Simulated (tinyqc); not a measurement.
Global model of a low-pressure process discharge: electron temperature, density, ion flux and ion energy. Inputs raised by 2 %, one at a time. Computed by tinyqc, a small Python program. Command: `OMP_NUM_THREADS=1 python tinyqc.py 3111651 3111652 out.jsonl plasma sens`. One thread of a shared host (Intel(R) Xeon(R) Processor @ 2.30GHz), about 0.01 s of CPU time with the checks.

Maxwellian electrons with temperature T_e in eV, one positive ion, no negative ions, uniform bulk density n; rate constants have the Arrhenius form.

Inputs (values chosen for the exercise, of the order of those of an inductive discharge in a simple atomic gas):

| quantity | value | unit |
|---|---|---|
| ion mass M | 19 | u |
| ionisation prefactor K0 | 2.1e-14 | m^3/s |
| ionisation energy E_iz | 14.3 | eV |
| excitation prefactor X0 | 1.5e-14 | m^3/s |
| excitation energy E_ex | 8.29 | eV |
| elastic rate constant K_el | 7.6e-14 | m^3/s |
| ion-neutral cross section | 7.1e-19 | m^2 |
| pressure p | 2.7 | Pa |
| gas temperature T_g | 500 | K |
| radius R | 24 | cm |
| height L | 14 | cm |
| absorbed power P | 490 | W |
| bias power P_b | 280 | W |
| radius of the biased electrode | 15 | cm |
| bias frequency | 27 | MHz |

Constants: k_B = 1.380649e-23 J/K; e = 1.602176634e-19 C; u = 1.6605390666e-27 kg; m_0 = 9.1093837015e-31 kg; eps_0 = 8.8541878128e-12 F/m.

Method:
- n_g = p/(k_B T_g); lambda_i = 1/(n_g sigma); h_L = 0.86/sqrt(3 + L/(2 lambda_i)), h_R = 0.8/sqrt(4 + R/lambda_i); A_eff = 2 pi R^2 h_L + 2 pi R L h_R; d_eff = pi R^2 L/A_eff.
- Particle balance: K0 exp(-E_iz/T_e) n_g d_eff = u_B, u_B = sqrt(e T_e/M).
- Root found by bracketing.
- E_c = E_iz + (X0 exp(-E_ex/T_e) E_ex + K_el (3 m_0/M) T_e)/K_iz; wall potential V_s = (T_e/2) ln(M/(2 pi m_0)); E_T = E_c + 2 T_e + T_e/2 + V_s; n = P/(e u_B A_eff E_T); ion current density J = e h_L n u_B; ionised share n/n_g.
- All bias power goes to ions: V_b = P_b/(J pi r^2). Debye length at the sheath edge lambda_D = sqrt(eps_0 T_e/(e h_L n)); Child-law sheath s = (sqrt2/3) lambda_D (2 V/T_e)^(3/4), V = V_b + V_s; ion transit time tau_i = 3 s sqrt(M/(2 e V)); collisions in the sheath s/lambda_i.

Runs:

| input moved | from | to | plasma density n (1/cm^3) | ion current density J (mA/cm^2) | bias voltage V_b (V) | sheath width s (mm) |
|---|---|---|---|---|---|---|
| base run | - | - | 8.649e+10 | 0.8349 | 474.5 | 3.998 |
| ionisation prefactor K0 (m^3/s) | 2.1e-14 | 2.142e-14 | 8.738e+10 | 0.8421 | 470.4 | 3.956 |
| ionisation energy E_iz (eV) | 14.3 | 14.586 | 8.069e+10 | 0.7873 | 503.1 | 4.300 |
| excitation prefactor X0 (m^3/s) | 1.5e-14 | 1.53e-14 | 8.519e+10 | 0.8224 | 481.7 | 4.073 |
| pressure p (Pa) | 2.7 | 2.754 | 8.663e+10 | 0.8272 | 478.9 | 4.044 |
| radius R (cm) | 24 | 24.48 | 8.356e+10 | 0.8061 | 491.4 | 4.175 |
| height L (cm) | 14 | 14.28 | 8.619e+10 | 0.8234 | 481.1 | 4.067 |
| bias power P_b (W) | 280 | 285.6 | 8.649e+10 | 0.8349 | 483.9 | 4.057 |

Exponents ln(y'/y) / ln(x'/x):

| input | plasma density n | ion current density J | bias voltage V_b | sheath width s |
|---|---|---|---|---|
| ionisation prefactor K0 | 0.517 | 0.435 | -0.435 | -0.540 |
| ionisation energy E_iz | -3.505 | -2.964 | 2.964 | 3.678 |
| excitation prefactor X0 | -0.764 | -0.764 | 0.764 | 0.944 |
| pressure p | 0.083 | -0.469 | 0.469 | 0.576 |
| radius R | -1.744 | -1.772 | 1.772 | 2.189 |
| height L | -0.179 | -0.702 | 0.702 | 0.865 |
| bias power P_b | 0.000 | 0.000 | 1.000 | 0.736 |

To which inputs is each result most sensitive?

Among the inputs moved here: plasma density n answers most in size to ionisation energy E_iz (exponent -3.505), next to radius R (-1.744); its exponent is below 0.0005 for bias power P_b. ion current density J answers most in size to ionisation energy E_iz (exponent -2.964), next to radius R (-1.772); its exponent is below 0.0005 for bias power P_b. Bias voltage V_b answers most in size to ionisation energy E_iz (exponent +2.964), next to radius R (+1.772). Sheath width s answers most in size to ionisation energy E_iz (exponent +3.678), next to radius R (+2.189).
